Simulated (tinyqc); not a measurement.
# Inputs raised by 5 %, one at a time

Model: scattering of inversion-layer electrons by surface optical phonons of the gate insulator (remote phonon scattering). Computed by tinyqc, a small Python program. Command: `OMP_NUM_THREADS=1 python tinyqc.py 3110736 3110737 out.jsonl sophonon sens`. One thread of a shared host (Intel(R) Xeon(R) Processor @ 2.30GHz), about 0.03 s of CPU time with the checks.

One subband with the Fang-Howard envelope; insulator and channel are half-spaces, the gate is far away, and an interlayer only moves the polar surface away by t (its own modes and its permittivity contrast are left out).

Inputs (values chosen for the exercise, modelled on HfO2 on silicon):

| quantity | value | unit |
|---|---|---|
| static constant of the insulator eps_0s | 21.5 | - |
| intermediate constant eps_i | 6.51 | - |
| optical constant eps_inf | 5.11 | - |
| hbar omega_TO1 | 12.6 | meV |
| hbar omega_TO2 | 49.2 | meV |
| constant of the channel eps_s | 11.7 | - |
| in-plane mass m | 0.194 | m_0 |
| valleys g_v | 2 | - |
| sheet density n | 1.9e+12 | 1/cm^2 |
| mean distance of the electrons z0 = 3/b | 2.7 | nm |
| interlayer thickness t | 0 | nm |
| temperature T | 250 | K |
| electron energy E | 91 | meV |
| mobility from other processes | 740 | cm^2/(V s) |

Screening by the channel electrons: none.

Constants: k_B = 8.617333262e-05 eV/K; hbar^2/(2 m_0) = 3.80998212 eV angstrom^2; e^2/(4 pi eps_0) = 14.39964548 eV angstrom; hbar = 6.582119569e-16 eV s; e = 1.602176634e-19 C; m_0 = 9.1093837015e-31 kg.

Method:
- eps(w) = eps_inf + (eps_0s - eps_i) w1^2/(w1^2 - w^2) + (eps_i - eps_inf) w2^2/(w2^2 - w^2). Surface modes solve eps(w) + eps_s = 0, a quadratic in w^2; the strength of a mode is g = 2/(w d eps/dw).
- Occupation N = 1/(exp(hbar w/(k_B T)) - 1).
- Density of states D = g_v m/(pi hbar^2); eta = E_F/(k_B T) = ln(exp(n/(D k_B T)) - 1); screening wave number q_s = e^2 D/(2 eps_0 eps_avg) x 1/(1 + exp(-eta)), eps_avg = (eps_s + eps_inf)/2; b = 3/z0.
- For a mode of strength g, without the occupation factor, Area x |M(q)|^2 = e^2 hbar w g/(2 eps_0 q) x (b/(b + q))^6 exp(-2 q t).
- Approximate momentum relaxation rate, taking tau v alike in the initial and final states: 1/tau = (m/(2 pi hbar^3)) sum over modes and over absorption (N, E' = E + hbar w) and emission (N + 1, E' = E - hbar w > 0) of [(1 - f(E'))/(1 - f(E))] int_0^(2 pi) Area |M(q)|^2 (1 - cos theta) d theta, q^2 = k^2 + k'^2 - 2 k k' cos theta, f the Fermi function; 48 midpoints in theta from 0 to pi.
- mu = (e/m) int tau E f (1 - f) dE/(k_B T int f dE), by 300 midpoints from 0 to (max(eta, 0) + 14) k_B T; Matthiessen sum with the other processes.

Runs:

| input moved | from | to | remote-phonon mobility (cm^2/(V s)) | total mobility (cm^2/(V s)) | tau at E (fs) | loss of mobility (%) |
|---|---|---|---|---|---|---|
| base run | - | - | 2965.1 | 592.20 | 589.57 | 19.972 |
| intermediate constant eps_i | 6.51 | 6.8355 | 2993.4 | 593.32 | 580.31 | 19.821 |
| optical constant eps_inf | 5.11 | 5.3655 | 3047.4 | 595.42 | 616.29 | 19.538 |
| hbar omega_TO1 (meV) | 12.6 | 13.23 | 3006.2 | 593.82 | 586.24 | 19.753 |
| in-plane mass m (m_0) | 0.194 | 0.2037 | 2870.9 | 588.35 | 604.33 | 20.493 |
| sheet density n (1/cm^2) | 1.9e+12 | 1.995e+12 | 2986.1 | 593.04 | 590.59 | 19.860 |
| mean distance of the electrons z0 = 3/b (nm) | 2.7 | 2.835 | 3262.4 | 603.18 | 652.79 | 18.489 |
| temperature T (K) | 250 | 262.5 | 2974.4 | 592.57 | 568.69 | 19.923 |

Exponents ln(y'/y) / ln(x'/x):

| input | remote-phonon mobility | total mobility | tau at E | loss of mobility |
|---|---|---|---|---|
| intermediate constant eps_i | 0.195 | 0.039 | -0.324 | -0.156 |
| optical constant eps_inf | 0.561 | 0.111 | 0.908 | -0.450 |
| hbar omega_TO1 | 0.282 | 0.056 | -0.116 | -0.226 |
| in-plane mass m | -0.662 | -0.134 | 0.507 | 0.528 |
| sheet density n | 0.145 | 0.029 | 0.035 | -0.116 |
| mean distance of the electrons z0 = 3/b | 1.958 | 0.376 | 2.088 | -1.582 |
| temperature T | 0.064 | 0.013 | -0.739 | -0.051 |

Among the inputs moved here: remote-phonon mobility answers most in size to mean distance of the electrons z0 = 3/b (exponent +1.958), next to in-plane mass m (-0.662). Total mobility answers most in size to mean distance of the electrons z0 = 3/b (exponent +0.376), next to in-plane mass m (-0.134). tau at E answers most in size to mean distance of the electrons z0 = 3/b (exponent +2.088), next to optical constant eps_inf (+0.908). Loss of mobility answers most in size to mean distance of the electrons z0 = 3/b (exponent -1.582), next to in-plane mass m (+0.528).

Caution (all rows): a relaxation time is only an approximation for inelastic scattering, and static or no screening brackets the true dynamic screening only roughly.
